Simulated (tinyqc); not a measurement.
Band folding and unfolding in a supercell of a chain, step by step. Values are carried at full precision from step to step, so a last printed digit may differ when a step is redone from the rounded ones.

A chain with hopping -t and n = 3 sites a supercell. H(K) has v_j on the diagonal, -t between neighbours and -t exp(2 pi i K) on the bond that closes the cell (from the last site to the first of the next cell). The point K holds the n wave vectors k_m = (K + m)/n of the primitive zone, in 2 pi/a, m = 0 to n - 1, with E0 = -2t cos(2 pi k_m). The unfolding weight of a state c on k_m is |sum_j c_j exp(-2 pi i k_m j)|^2/n, j = 0 to n - 1.

Values chosen for the exercise:
```
symbol  value         unit        meaning
t       0.99          eV          hopping
v       (0.97, 0, 0)  eV          site energies in the supercell
Kq      0.19          2 pi/(n a)  wave vector in the small zone
```

## Folded levels and Fourier components

List k_m and E0; V_q = (1/n) sum_j v_j exp(-2 pi i q j/n) couples k_m to k_(m+q).

Folded band:
```
m  k_m (2 pi/a)  E0 (eV)
0        0.0633  -1.8253
1        0.3967   1.5771
2        0.7300   0.2482
```

V_0, V_1, ... (eV): 0.3233  0.3233

## Supercell Hamiltonian

Fill in H(K).

H (eV):
```
                 1        2                3
1           0.9700  -0.9900  -0.3644+0.9205i
2          -0.9900        0          -0.9900
3  -0.3644-0.9205i  -0.9900                0
```

## Levels and unfolding weights

Diagonalise and project each state on the k_m.

levels (eV): -1.5727  0.5246  2.0181

weights:
```
     level 1  level 2  level 3
m=0    0.975    0.013    0.012
m=1    0.006    0.064    0.930
m=2    0.019    0.924    0.058
```

The purest state keeps 97.5 % on one k and the most mixed (level 2) 92.4 %; rows and columns each add to one.

## Moments of the spectral function

For each k_m: mean sum_i W E_i and variance sum_i W E_i^2 less the mean squared. The mean must be E0 plus the average of v, and the variance that of v.

Moments:
```
m  mean (eV)  variance (eV^2)
0     -1.502            0.209
1      1.900            0.209
2      0.571            0.209
```

The average of v is 0.3233 eV and its variance 0.2091 eV^2: the virtual crystal gives the mean, and the variance is the spread of weight over several levels that it leaves out.

## Checks

- Variance of the spectral function against the variance of v: they agree to 1e-10 or better.
- Levels for v = 0 against the folded band: they agree to 1e-10 or better.

(tinyqc, `OMP_NUM_THREADS=1 python tinyqc.py 1450669 1450670 out.jsonl`, Intel(R) Xeon(R) Processor @ 2.30GHz, 1 thread, shared host, about 0.01 s.)
